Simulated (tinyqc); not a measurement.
Screening length from the swing.

Inverse problem. In a simple model of a Schottky-barrier transistor a barrier thinner than d = 4.4 nm is transparent, so the effective barrier is pn - psi (1 - exp(-d/lam)) and the swing beyond flat band is Vt ln 10/(1 - exp(-d/lam)). Find the thermionic swing, lam, and the effective barrier at psi = 0.2 V.

Inputs (values chosen for the exercise):
```
symbol  value  unit                                 meaning
T         350     K                             temperature
pn       0.33    eV  barrier for electrons at both contacts
```

Constants: q = 1.602176634e-19 C, kB = 1.380649e-23 J/K, Vt = kB T/q. Results are converted to the units shown.

swing in the tunnelling range = 78.101381 mV/decade

Solution. The ratio of the two swings is 1 - exp(-d/lam).

Vt ln 10 = 69.45 mV/decade
lam = 2.000 nm
effective barrier = 0.1522 eV

Program tinyqc, `OMP_NUM_THREADS=1 python tinyqc.py 2390041 2390042 out.jsonl`; Intel Xeon 2.30GHz, shared host, one thread, about 0.05 s.
